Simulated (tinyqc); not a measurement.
p-i-n junction, non-linear Poisson equation by Newton steps: two steps of the calculation.

One dimension, p side on the left, n side on the right; net doping C = -Na for x < 0, 0 for 0 < x < Li and +Nd beyond. The potential psi is counted from the intrinsic level, and the quasi-Fermi potentials are flat: 0 for holes and -V for electrons, so n = ni exp((psi + V)/Vt) and p = ni exp(-psi/Vt) (Boltzmann statistics, full ionisation, no current).

Values chosen for this exercise; band and dielectric values those of a made-up semiconductor: temperature T = 325 K; relative permittivity eps_r = 10.2; bias of the p side against the n side V = 0 V.

Constants: q = 1.602176634e-19 C, kB = 1.380649e-23 J/K, Vt = kB T/q, eps0 = 8.8541878128e-14 F/cm where lengths are in cm. Results are converted to the units shown.

Problem 1. Newton step. Solve the tridiagonal system a_(i-1) d_(i-1) + b_i d_i + a_i d_(i+1) = -F_i for nodes 1 to 12, with d = 0 on fixed nodes. Half of the step is added while the largest |d| exceeds 1.5 Vt, the full step after that.

coupling a_i, interval 0 to 12 (F/cm^2): [8.2102469e-8, 9.5066017e-8, 1.1149718e-7, 1.2792169e-7, 1.4952436e-7, 1.7367830e-7, 1.4177820e-7, 1.1534191e-7, 9.5066017e-8, 7.7190355e-8, 6.3155745e-8, 5.1903860e-8, 4.2005914e-8]

```
node  diagonal b (F/cm^2)  residual F (C/cm^2)
1           -2.0009008e-6         2.3639193e-8
2           -1.6774450e-5         4.4778166e-7
3           -3.4848482e-5         9.5900956e-7
4           -1.0144619e-5         2.6800542e-7
5           -1.0421922e-6         1.3419035e-8
6           -3.4184952e-7        2.8022043e-10
7           -2.5773269e-7        1.5370936e-12
8           -2.1043064e-7                   ~0
9           -1.7993671e-7       -3.5875119e-11
10          -1.5009935e-5        -4.0605955e-7
11          -0.0014632325        -4.0964589e-5
12          -2.4963997e-4        -6.9647719e-6
```

psi after iteration 2, node 0 to 13 (V): [-0.31260625, -0.33496098, -0.40103092, -0.42584139, -0.39478646, -0.32572316, -0.23235890, -0.12122478, 0.01524585, 0.18082656, 0.38707409, 0.51004391, 0.45477737, 0.29991921]

Find: Newton step d, before damping; psi after iteration 3.

Solution 1.

Newton step d, before damping, node 1 to 12 (V): [0.013095, 0.026953, 0.027705, 0.027046, 0.018888, 0.012795, 0.005737, -0.002922, -0.013429, -0.027240, -0.027998, -0.027905]
psi after iteration 3, node 0 to 13 (V): [-0.31261, -0.32187, -0.37408, -0.39814, -0.36774, -0.30683, -0.21956, -0.11549, 0.01232, 0.16740, 0.35983, 0.48205, 0.42687, 0.29992]

Problem 2. Converged densities, field and charge. n and p as above; field E_i = -(psi_(i+1) - psi_i)/h_i on each interval; charge on either side of the peak Q = eps0 eps_r |E|max (Gauss).

```
node  x (nm)  converged psi (V)  net doping C (cm^-3)
0       -443        -0.31260625               -1.4e16
1       -333        -0.31259376               -1.4e16
2       -238        -0.31247516               -1.4e16
3       -157        -0.31154734               -1.4e16
4      -86.4        -0.30580713               -1.4e16
5        -26        -0.27971684               -1.4e16
6         26        -0.20710210                     0
7       89.7        -0.12026486                     0
8        168        -0.01366826                     0
9        263         0.11566055                     0
10       380         0.27521111                8.9e15
11       523         0.29817561                8.9e15
12       697         0.29983563                8.9e15
13       912         0.29991921                8.9e15
```

ni = 1.9885652e11 cm^-3

Find: n; p; field E; peak |E|; charge Q.

Solution 2.

```
node  n (cm^-3)  p (cm^-3)
0       2.825e6   1.400e16
1       2.826e6   1.399e16
2       2.838e6   1.393e16
3       2.933e6   1.348e16
4       3.601e6   1.098e16
5       9.140e6   4.326e15
6       1.222e8   3.236e14
7       2.714e9   1.457e13
8      1.221e11   3.240e11
9      1.236e13    3.199e9
10     3.683e15    1.074e7
11     8.363e15    4.729e6
12     8.873e15    4.456e6
13     8.900e15    4.443e6
```

field E, interval 0 to 12 (kV/cm): [0.00, -0.01, -0.11, -0.81, -4.32, -13.96, -13.63, -13.61, -13.61, -13.64, -1.61, -0.10, 0.00]
peak |E| = 13.96 kV/cm
charge Q = 12.61 nC/cm^2

Program tinyqc, `OMP_NUM_THREADS=1 python tinyqc.py 2000060 2000061 out.jsonl`; Intel Xeon 2.30GHz, shared host, one thread, about 0.04 s.

~0 in a residual or rate marks an entry under 1e-11 of the largest of its column.
